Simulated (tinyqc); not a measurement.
# Nanowire ballistic transistor, top-of-the-barrier model: what changes with what

At the top of the source barrier, states moving towards the drain are filled by the source (Fermi level 0) and states moving back by the drain (Fermi level -q Vd); nothing scatters. U is the shift of the band edge there, set by the capacitances CG, CD and CS (the total) and by the charge. Parabolic one-dimensional subband; the source is grounded.

Values chosen for this exercise; mass and valleys close to those of gallium nitride:
- T = 77 K (temperature)
- m = 0.198 m0 (effective mass)
- gv = 1 (valley degeneracy)
- eox = 9 (relative permittivity of the gate insulator)
- tox = 3.1 nm (insulator thickness)
- d = 6 nm (wire diameter)
- aG = 0.78 (gate control CG/CS)
- aD = 0.052 (drain control CD/CS)
- E0 = 0.16 eV (band edge at the barrier top above the source Fermi level at zero bias)

Constants: q = 1.602176634e-19 C, kB = 1.380649e-23 J/K, hbar = 1.054571817e-34 J s, h = 6.62607015e-34 J s, m0 = 9.1093837015e-31 kg, Vt = kB T/q, eps0 = 8.8541878128e-14 F/cm where lengths are in cm. Results are converted to the units shown.

Each table varies one quantity; the others keep the values above.

## Effect of the drain control CD/CS

N0 = gv sqrt(2 m kB T/pi)/hbar, CG = 2 pi eps0 eox/ln(1 + 2 tox/d), CS = CG/aG, n0 = n at U = 0 and Vd = 0. eta1 = -(E0 + U)/Vt, eta2 = eta1 - Vd/Vt, n = (N0/2)[F_(-1/2)(eta1) + F_(-1/2)(eta2)], F_(-1/2)(x) = (1/sqrt(pi)) int_0^infinity u^(-1/2)/(1 + exp(u - x)) du. U = UL + q (n - n0)/CS with UL = -(aG Vg + aD Vd), energies in eV. I = gv (2 q^2/h) Vt [ln(1 + exp eta1) - ln(1 + exp eta2)]. CQ = (q/Vt) dn/d(eta1). E0 is held fixed.

In this table Vg = 0.7 V, Vd = 0.7 V.

Effect of the drain control CD/CS:

| aD | eta1 | n (cm^-1) | I (uA) | mean velocity I/(q n) (cm/s) | CQ/CS |
|---|---|---|---|---|---|
| 0 | 47.32 | 4.065e6 | 24.33 | 3.735e7 | 0.1148 |
| 0.02 | 49.22 | 4.146e6 | 25.30 | 3.809e7 | 0.1125 |
| 0.04 | 51.11 | 4.225e6 | 26.28 | 3.882e7 | 0.1104 |
| 0.06 | 53.02 | 4.303e6 | 27.26 | 3.953e7 | 0.1084 |
| 0.08 | 54.92 | 4.380e6 | 28.24 | 4.024e7 | 0.1065 |
| 0.1 | 56.83 | 4.455e6 | 29.22 | 4.093e7 | 0.1047 |
| 0.12 | 58.74 | 4.530e6 | 30.20 | 4.161e7 | 0.1030 |
| 0.14 | 60.66 | 4.603e6 | 31.18 | 4.228e7 | 0.1013 |

What does the table show?

As aD goes from 0 to 0.14, n rises from 4.07e6 to 4.60e6 cm^-1, the mean velocity rises from 3.74e7 to 4.23e7 cm/s and the current rises from 24.3 to 31.2 uA. CQ/CS goes from 0.11 to 0.10. In every row higher subbands of the wire, left out here, could begin to fill.

## Effect of the band edge at the barrier top above the source Fermi level at zero bias

Same model as above.

CQ = (q/Vt) dn/d(eta1).

In this table Vg = 0.7 V, Vd = 0.7 V.

Effect of the band edge at the barrier top above the source Fermi level at zero bias:

| E0 (eV) | eta1 | n (cm^-1) | I (uA) | mean velocity I/(q n) (cm/s) | CQ/CS |
|---|---|---|---|---|---|
| 0.1 | 60.436 | 4.5946e6 | 31.071 | 4.2208e7 | 0.10152 |
| 0.15 | 53.614 | 4.3274e6 | 27.564 | 3.9755e7 | 0.10780 |
| 0.2 | 46.834 | 4.0444e6 | 24.078 | 3.7159e7 | 0.11535 |
| 0.25 | 40.105 | 3.7423e6 | 20.619 | 3.4388e7 | 0.12468 |
| 0.3 | 33.439 | 3.4168e6 | 17.191 | 3.1404e7 | 0.13659 |
| 0.35 | 26.853 | 3.0612e6 | 13.805 | 2.8147e7 | 0.15252 |
| 0.4 | 20.374 | 2.6654e6 | 10.475 | 2.4528e7 | 0.17532 |
| 0.45 | 14.051 | 2.2110e6 | 7.2241 | 2.0393e7 | 0.21187 |

As E0 goes from 0.1 to 0.45 eV, n falls from 4.59e6 to 2.21e6 cm^-1, the mean velocity falls from 4.22e7 to 2.04e7 cm/s and the current falls from 31.1 to 7.22 uA. CQ/CS goes from 0.10 to 0.21. For E0 = 0.1 to 0.35 eV higher subbands of the wire, left out here, could begin to fill.

Program tinyqc, `OMP_NUM_THREADS=1 python tinyqc.py 2400038 2400039 out.jsonl`; Intel Xeon 2.30GHz, shared host, one thread, about 0.03 s.
